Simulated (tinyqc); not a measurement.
MOSFET in the linear regime without short-channel effects, parameter extraction from computed curves: one step of the calculation.

Inversion charge Q = Cox n Vt W0(exp((Vg - VT)/(n Vt))), W0 the Lambert function and n = nf; u = Q/Cox; mobility mu = mu0/(1 + th1 u + th2 u^2); channel resistance Rch = (L - dL)/(W mu Q); Id = Vd/(Rch + Rsd/W). Cox = eps0 eox/tox. Small Vd, no channel-length or drain effects.

Question. The Y function. Y_i = Id_i/sqrt(gm_i). For Id = beta Vd x/(1 + th x), x = Vg - VT, Y = sqrt(beta Vd) x whatever th. Slope s from points 6 and 9; VT_Y = Vg - Y/s at point 9; beta = s^2/Vd; mobility beta L/(W Cox) with the drawn L; th* = (beta Vd x/Id - 1)/x at point 9.

Values chosen for this exercise; channel values of the order met in silicon transistors:
- eox = 7.3 (relative permittivity of the gate insulator (close to silicon nitride))
- tox = 11 nm (insulator thickness)
- mu0 = 240 cm^2/(V s) (low-field mobility)
- th2 = 0 1/V^2 (second mobility attenuation factor)
- W = 1 um (gate width)
- L = 0.057 um (drawn gate length)
- dL = 0.017 um (drawn less effective length)
- Vd = 0.025 V (drain voltage)

Constants: eps0 = 8.8541878128e-14 F/cm where lengths are in cm. Results are converted to the units shown.

```
point  Vg (V)       Id (uA)
0        0.25  0.0022002486
1        0.37   0.078249852
2        0.49     1.6291471
3        0.61     6.9801320
4        0.73     13.177417
5        0.85     18.749145
6        0.97     23.526260
7        1.09     27.594459
8        1.21     31.072883
9        1.33     34.068494
10       1.45     36.668825
```

gm, point 1 to 9 (uS): 6.7789453  28.757842  48.117792  49.037555  43.120180  36.855473  31.444260  26.975145  23.316428

Give: Y; s; VT_Y; beta; mobility from Y; th*.

Answer.

Y, point 1 to 9 (uA^0.5 V^0.5): 0.03005  0.3038  1.006  1.882  2.855  3.875  4.921  5.983  7.055
s = 8.834 uA^0.5 V^-0.5
VT_Y = 0.5313 V
beta = 3121 uA/V^2
mobility from Y = 302.8 cm^2/(V s)
th* = 1.038 1/V

The mobility from Y is 11 % below mu0 L/(L - dL) = 342 cm^2/(V s), which it should reach in deep inversion when th2 = 0.

tinyqc, about 0.01 s, one thread, Intel Xeon 2.30GHz (shared host): `OMP_NUM_THREADS=1 python tinyqc.py 2210153 2210154 out.jsonl`
